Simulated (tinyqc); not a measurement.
Ion-assisted plasma etching: sheath, surface coverage, synergy and aspect-ratio dependence: one step, computed by the program tinyqc. Command: `OMP_NUM_THREADS=1 python tinyqc.py 3000231 3000232 out.jsonl etch walk`. One thread of a shared host (Intel(R) Xeon(R) Processor @ 2.30GHz), about 0.05 s of CPU time with the checks.

Radicals adsorb on bare sites; ions remove covered sites with a high yield and bare sites by sputtering; a slow spontaneous reaction acts everywhere, walls included.

Question. Fluxes. Bohm speed u_B = sqrt(e T_e/M_i); ion flux G_i = 0.61 n_e u_B; radical flux G_n = n c/4 with c = sqrt(8 k_B T_g/(pi M_n)).

Inputs (values chosen for the exercise, close to those used for silicon dioxide in a fluorocarbon plasma): plasma density n_e = 2e+10 1/cm^3; electron temperature T_e = 2.7 eV; ion mass M_i = 69 u; radical density n = 2.7e+12 1/cm^3; radical mass M_n = 31 u; gas temperature T_g = 500 K.

Feature: long trench.

Constants: e = 1.602176634e-19 C; u = 1.6605390666e-27 kg; k_B = 1.380649e-23 J/K.

Give: Bohm speed; ion flux G_i; radical speed c; radical flux G_n; flux ratio G_n/G_i.

Answer.

Bohm speed = 1.943e+05 cm/s

ion flux G_i = 2.371e+15 1/(cm^2 s)

radical speed c = 58437 cm/s

radical flux G_n = 3.945e+16 1/(cm^2 s)

flux ratio G_n/G_i = 16.64
